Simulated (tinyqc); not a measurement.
Raman shift of the zone-centre optical phonon of a diamond-structure crystal under stress: one step, computed by the program tinyqc. Command: `OMP_NUM_THREADS=1 python tinyqc.py 3020163 3020164 out.jsonl ramanstress walk`. One thread of a shared host (Intel(R) Xeon(R) Processor @ 2.30GHz), about 0.01 s of CPU time with the checks.

Axes x, y, z are the cube axes. Strain shifts the threefold optical mode and can split it; p, q and r are the phonon deformation potentials.

Question. Secular matrix and shifts. Secular matrix: M_xx = p eps_xx + q (eps_yy + eps_zz), M_xy = 2 r eps_xy; its eigenvalues are omega^2 - omega_0^2, and the shifts are these over 2 omega_0.

Inputs (values chosen for the exercise, modelled on silicon): unstrained frequency omega_0 = 521.6 1/cm; p/omega_0^2 = -1.8; q/omega_0^2 = -2.34; r/omega_0^2 = -0.679.

Stress state: uniaxial. Axis: [111].

strain (per mille), rows x, y, z:
```
[[-0.554499, -1.036905, -1.036905],
 [-1.036905, -0.554499, -1.036905],
 [-1.036905, -1.036905, -0.554499]]
```

Give: M/(2 omega_0); shifts, in rising order.

Answer.

M/(2 omega_0) (1/cm), rows x, y, z:
```
[[0.9371, 0.3672, 0.3672],
 [0.3672, 0.9371, 0.3672],
 [0.3672, 0.3672, 0.9371]]
```

shifts, in rising order (1/cm): [0.570, 0.570, 1.672]
